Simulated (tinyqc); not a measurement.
Sweep of a biaxial (001) stress: deformation-potential model of the Delta valleys of a conduction band.

Valleys with axes along x, y and z, each a pair at +k and -k. Herring-Vogt shift of a valley with unit axis a: dE = Xd tr(e) + Xu a.e.a. Non-degenerate shares n_i = exp(-dE_i/kT)/sum_j exp(-dE_j/kT). Inverse mass tensor of a valley: (1 - a a)/mt + a a/ml; the masses are taken as independent of strain.

s11 = (C11 + C12)/((C11 - C12)(C11 + 2 C12)), s12 = -C12/((C11 - C12)(C11 + 2 C12)), s44 = 1/C44; exx = s11 sxx + s12 (syy + szz) and cyclic, exy = s44 sxy/2; tension is positive. A uniaxial stress X along the unit vector n is s_ij = X n_i n_j. Biaxial (001) means sxx = syy = X.

Constants: kB = 8.617333262e-05 eV/K.

Parameters, chosen for this exercise (near those of Si; not measured data): ml = 0.883 m0 (longitudinal mass); mt = 0.196 m0 (transverse mass); Xd = 1.11 eV (dilation potential); Xu = 8.93 eV (uniaxial potential); C11 = 166 GPa; C12 = 62.1 GPa; C44 = 79.5 GPa; load = biaxial (001) (kind of stress); T = 150 K (temperature).

m_c = 1/(u.M.u) along [001] with M = sum_i n_i (inverse mass tensor); gain against zero stress at a fixed scattering time.

Results:
```
X (GPa)  spread (meV)  lowest edge (meV)    n x    n y    n z  m_c (m0)  gain (%)
-1.00            85.9              -56.8  0.500  0.500  0.001    0.1961      34.9
-0.50            43.0              -28.4  0.491  0.491  0.018    0.1987      33.2
-0.20            17.2              -11.4  0.442  0.442  0.117    0.2156      22.7
0.00              0.0                0.0  0.333  0.333  0.333    0.2646       0.0
0.20             17.2               -5.8  0.173  0.173  0.654    0.3991     -33.7
0.50             43.0              -14.6  0.034  0.034  0.933    0.7148     -63.0
1.00             85.9              -29.1  0.001  0.001  0.997    0.8751     -69.8
```

Along [001] the gain is +34.9 % at -1.00 GPa and -69.8 % at 1.00 GPa. The slope at zero stress (from +/- 0.001 GPa), -155.2 % per GPa, carried to the ends would give +155 and -155 %; the response falls behind at both ends, as it saturates once the spread passes a few kT (kT = 12.9 meV, spread up to 86 meV).

tinyqc: `OMP_NUM_THREADS=1 python tinyqc.py 1080754 1080755 out.jsonl`; about 0.03 s, one thread, shared Intel(R) Xeon(R) Processor @ 2.30GHz.
